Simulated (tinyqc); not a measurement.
Exchange-only LDA atom on a uniform radial grid, spin-unpolarised, for C(2+), step by step. Computed by tinyqc, a small Python program that keeps every step. Settings: Z = 6, points = 256, R = 8.7, functional = Slater exchange alone, mixing = 0.2, iteration cap = 55. Command: `OMP_NUM_THREADS=1 python tinyqc.py 20281 20282 out.jsonl` (the two numbers bound the seeds that draw the settings). One thread of a shared host (Intel(R) Xeon(R) Processor @ 2.60GHz), about 1 s of CPU time with the checks.

Spherical atom on a uniform radial grid r_j = j h with h = R/(N + 1), h sum u^2 = 1 and integrals as h times sums, u(0) = u(R) = 0 (atomic units):
```
parameter,value
Z,6
points N,256
R,8.700000
h,0.033852
mixing,0.200000
electrons in 1s,2
electrons in 2s,2
```

Three-point differences turn -u''/2 + [l(l+1)/2r^2 - Z/r + V] u = e u into a tridiagonal matrix (diagonal 1/h^2 + potential, off-diagonal -1/2h^2). D = sum f u^2; the Hartree potential y/r solves y'' = -D/r with y(0) = 0, y(R) = N_e; v_xc comes from rho = D/(4 pi r^2); E = sum f e - int D V + int D (V_H/2 + eps_xc); V(new) = V + mixing (V_H + v_xc - V).

Stop when input and output potentials agree to 1e-7.

Course of the cycle (hartree):
```
iteration,E,e(1s),e(2s),largest |V(out) - V(in)|
1,-34.59461618,-17.818087,-4.488457,1.02e+01
2,-34.91636204,-16.265292,-3.769490,7.84e+00
3,-35.12678915,-15.063404,-3.223860,6.04e+00
4,-35.26254992,-14.133902,-2.808341,4.65e+00
5,-35.34904149,-13.415655,-2.490839,3.57e+00
6,-35.40351340,-12.861103,-2.247466,2.74e+00
7,-35.43746570,-12.433268,-2.060377,2.10e+00
8,-35.45843473,-12.103429,-1.916187,1.60e+00
9,-35.47128215,-11.849299,-1.804810,1.23e+00
10,-35.47909990,-11.653607,-1.718614,9.41e-01
11,-35.48382972,-11.502986,-1.651797,7.20e-01
...,...,...,...,...
45,-35.49090818,-11.001644,-1.417039,8.97e-05
46,-35.49090818,-11.001628,-1.417026,6.94e-05
47,-35.49090818,-11.001616,-1.417016,5.37e-05
48,-35.49090818,-11.001607,-1.417008,4.16e-05
49,-35.49090818,-11.001600,-1.417002,3.22e-05
50,-35.49090818,-11.001594,-1.416997,2.51e-05
51,-35.49090818,-11.001590,-1.416993,1.97e-05
52,-35.49090818,-11.001587,-1.416990,1.56e-05
53,-35.49090818,-11.001584,-1.416987,1.23e-05
54,-35.49090818,-11.001582,-1.416985,9.65e-06
55,-35.49090818,-11.001581,-1.416984,7.61e-06
```

Can the last value be used, and what does the course show?

Not by the stop rule, although the second column moves by less than 1e-07 over the last three steps; and the uniform grid itself carries an error of order h^2 at the cusp, far above the threshold. Not converged within 55 iterations: the residual falls steadily but slowly, by a factor of about 0.78 a step. Reruns (cap 100 unless said): mixing 0.3: converged in 47; mixing 0.6: converged in 19; the original settings with a cap of 400: converged in 74. Even converged, this uniform grid resolves the cusp poorly and misses the energy of the atom.
